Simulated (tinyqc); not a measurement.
# Input admittance of a MOSFET at zero drain bias: distributed channel and distributed gate: effects of single changes

Source and drain grounded, strong inversion, w = 2 pi f, Cox = eps0 eox/tox. The channel is an RC line of resistance 1/(mu Cox Vo) per square fed from both ends, so one finger has the intrinsic admittance y = i w Cox L tanh(g)/g per width, g = (1/2) sqrt(i w tau), tau = L^2/(mu Vo). The vertical resistance rv/L is in series with y, the overlaps 2 i w Cov in parallel: y_t = 1/(1/y + rv/L) + 2 i w Cov. The gate strip is a line of Rsh/L per length loaded by y_t, so a finger has Y = y_t Wf tanh(k)/k, k = (Wf/sd) sqrt(y_t Rsh/L); the device has Nf Y.

Values chosen for this exercise; values of the order met in silicon radio-frequency transistors: relative permittivity of the gate insulator (close to silicon dioxide) eox = 3.9; insulator thickness tox = 3.8 nm; channel length L = 0.15 um; finger width Wf = 9.6 um; number of fingers Nf = 8; channel mobility mu = 420 cm^2/(V s); gate overdrive Vo = 0.27 V; sheet resistance of the gate Rsh = 30 ohm/square; vertical resistivity of the gate stack rv = 1.2 ohm um^2; number of ends at which a finger is contacted sd = 2; overlap and fringe capacitance on each side Cov = 0.24 fF/um; frequency f = 10 GHz.

Constants: eps0 = 8.8541878128e-14 F/cm where lengths are in cm. Results are converted to the units shown.

Each table varies one quantity; the others keep the values above.

## Input impedance against frequency

Low-frequency limits, with c = Cox L and ct = c + 2 Cov: R_strip = Rsh Wf/(3 sd^2 L Nf), R_ch = (c/ct)^2 L/(12 mu Cox Vo Wf Nf), R_vert = (c/ct)^2 rv/(L Wf Nf), C = ct Wf Nf. Z = 1/(Nf Y) = R + 1/(i w C), Q = |Im Z|/R, far-point signal |1/cosh k|.

The same in every row: low-frequency R (ohm) = 20.92.

Input impedance against frequency:
```
f (GHz)     w tau      |k|  R (ohm)  C (fF)       Q  signal at the far point
0.1      0.001247  0.07305    20.92   141.5   537.4                    1.000
0.3      0.003740   0.1265    20.92   141.5   179.2                    1.000
0.7      0.008727   0.1933    20.92   141.5   76.78                   0.9999
2         0.02493   0.3267    20.92   141.5   26.88                   0.9990
5         0.06233   0.5165    20.91   141.3   10.77                   0.9936
10         0.1247   0.7305    20.88   140.7   5.419                   0.9750
40         0.4987    1.460    20.29   129.1   1.519                   0.7358
100         1.247    2.302    17.89   96.24  0.9246                   0.3811
300         3.740    3.882    12.15   55.47  0.7870                  0.09568
```

R falls from 20.9 to 12.2 ohm and C falls from 142 to 55.5 fF. Q goes as f^(-1.00) between the first two rows and f^(-0.15) between the last two, where w tau = 3.74 and |k| = 3.88. The low-frequency limits hold both R and C within 5 % up to f = 10 GHz among the rows.

## Effect of the gate overdrive

Same model as above.

Results:
```
Vo (V)    w tau     |k|  R (ohm)  low-frequency R (ohm)  C (fF)      Q  signal at the far point
0.2      0.1683  0.7304    21.18                  21.22   140.7  5.343                   0.9744
0.35    0.09617  0.7305    20.68                  20.72   140.7  5.471                   0.9755
0.65    0.05178  0.7305    20.38                  20.42   140.7  5.553                   0.9761
0.8     0.04207  0.7305    20.31                  20.35   140.7  5.571                   0.9763
0.95    0.03543  0.7305    20.26                  20.30   140.7  5.584                   0.9764
1.1     0.03060  0.7305    20.23                  20.27   140.7  5.593                   0.9765
1.25    0.02693  0.7305    20.21                  20.24   140.7  5.600                   0.9765
```

Estimate the missing row, Vo = 0.5 V.

Computed row:
```
Vo (V)    w tau     |k|  R (ohm)  low-frequency R (ohm)  C (fF)      Q  signal at the far point
0.5     0.06732  0.7305    20.48                  20.52   140.7  5.524                   0.9759
```

With this row back in the table: As Vo goes from 0.2 to 1.25, R falls from 21.2 to 20.2 ohm, C stays near 141 fF and Q rises from 5.34 to 5.60. Only the channel term depends on Vo.

Numbers from tinyqc (`OMP_NUM_THREADS=1 python tinyqc.py 2262070 2262071 out.jsonl`; about 0.01 s on one thread of a shared Intel Xeon 2.30GHz).
